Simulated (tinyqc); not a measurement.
## Composition from the perpendicular lattice constant

Question. The layer is x parts of the first compound and 1 - x of the second, grown coherently on the third as substrate and barrier. Rows of the table: lattice constant a, average valence level Ea on an absolute scale, spin-orbit splitting so, gaps at Gamma, X and L, hydrostatic deformation potentials av and ac (Gamma), shear potential b, elastic constants, electron and heavy-hole (along z) masses. All are interpolated linearly in x; gaps get -C x (1 - x), taken wholly in the conduction band; real line-ups can differ from this model by 0.1 eV or more. In-plane strain e = (a_substrate - a)/a, e_z = -2 (c12/c11) e, volume change 2 e + e_z. X-ray diffraction gives a_z = a (1 + e_z) of the coherent layer. Find x, e and the relaxed Gamma gap.

Parameters, values chosen for the exercise:

| symbol | value | unit | meaning |
|---|---|---|---|
| CG | 1.43 | eV | bowing of the Gamma gap |
| CX | 1.2 | eV | bowing of the X gap |
| CL | 1.2 | eV | bowing of the L gap |

Binary compounds, values chosen for the exercise:
```
              close to GaSb  close to GaAs  close to InP
a (angstrom)          6.096          5.653         5.869
Ea (eV)               -6.25          -6.92         -7.04
so (eV)                0.77          0.339         0.109
EG (eV)               0.725           1.44          1.34
EX (eV)                1.04           1.89          2.19
EL (eV)               0.808           1.71          1.94
av (eV)               0.798           1.16          1.26
ac (eV)               -6.94          -7.27          -5.1
b (eV)                -2.03           -1.7         -1.69
c11 (GPa)              88.6            117           102
c12 (GPa)              39.9           53.1          56.4
me (m0)              0.0389         0.0668        0.0796
mh (m0)               0.249          0.345         0.529
```

lattice constant along the growth direction = 5.79507285 angstrom

Solution. a_z changes steadily with x, about (1 + 2 c12/c11) times as fast as the relaxed lattice constant, so one composition matches.

x = 0.400
e = 0.666 %
relaxed Gamma gap = 0.811 eV

Numbers from tinyqc (`OMP_NUM_THREADS=1 python tinyqc.py 2690067 2690068 out.jsonl`; about 0.01 s on one thread of a shared Intel Xeon 2.30GHz).
